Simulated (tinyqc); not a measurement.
# Square on-chip spiral inductor, lumped pi model, step by step

Numbers from tinyqc (`OMP_NUM_THREADS=1 python tinyqc.py 2302083 2302084 out.jsonl`; about 0.01 s on one thread of a shared Intel Xeon 2.30GHz). Printed values are rounded.

Outer diameter do = di + 2 n wd + 2 (n - 1) sp, mean da = (do + di)/2, fill p = (do - di)/(do + di), length l = 4 n da. L = 2.34 mu0 n^2 da/(1 + 2.75 p), mu0 = 4 pi 1e-7 H/m. Rs = rho l/(wd delta (1 - exp(-th/delta))), delta = sqrt(rho/(pi f mu0)). Cs = n wd^2 eps0 eo/hu across the coil. At each end Cox = l wd eps0 eo/(2 ho) leads to the substrate branch Rsi = 2 rs he/(l wd) in parallel with Csi = l wd eps0 11.7/(2 he). With one end grounded Y = 1/(Rs + i w L) + i w Cs + 1/[1/(i w Cox) + 1/(1/Rsi + i w Csi)], w = 2 pi f; Q = -Im Y/Re Y. Eddy currents in neighbouring turns and in the substrate are left out.

Parameters, values chosen for the exercise; values of the order met in silicon radio-frequency processes: number of turns n = 6.5; line width wd = 15 um; space between turns sp = 1.5 um; inner diameter di = 140 um; metal thickness th = 3 um; metal resistivity rho = 3 uohm cm; oxide below the coil ho = 8.4 um; oxide between coil and underpass hu = 0.9 um; relative permittivity of the oxide eo = 3; substrate resistivity rs = 100 ohm cm; effective spreading depth in the substrate he = 50 um; frequency f = 1.3 GHz.

Constants: eps0 = 8.8541878128e-12 F/m. Results are converted to the units shown.

## Geometry and model elements

do, l, L, delta, Rs, Cs, Cox, Rsi and Csi as defined.

do = 351.5 um
l = 6389.50 um
L = 13.9836 nH
delta = 2.41774 um
Rs = 7.43543 ohm
Cs = 43.1642 fF
Cox = 151.537 fF
Rsi = 1043.38 ohm
Csi = 99.2871 fF

Rs is 1.75 times the direct-current value in this empirical form, which overstates the skin effect of a flat slab when delta is near th and so stands in for some current crowding.

## Admittance, quality factor and apparent inductance

Series branch 1/(Rs + i w L), substrate branch, total Y, Q = -Im Y/Re Y, apparent inductance Im(1/Y)/w, metal-only value w L/Rs, share of the loss in the substrate Re(substrate branch)/Re Y.

series branch = 0.56752-8.71808i mS
substrate branch = 0.287018+0.624234i mS
Y = 0.85454-7.74128i mS
Q = 9.05897
apparent inductance = 15.6244 nH
w L/Rs = 15.3616
share of the loss in the substrate = 33.5873 %

Q is 59.0 % of the metal-only value.
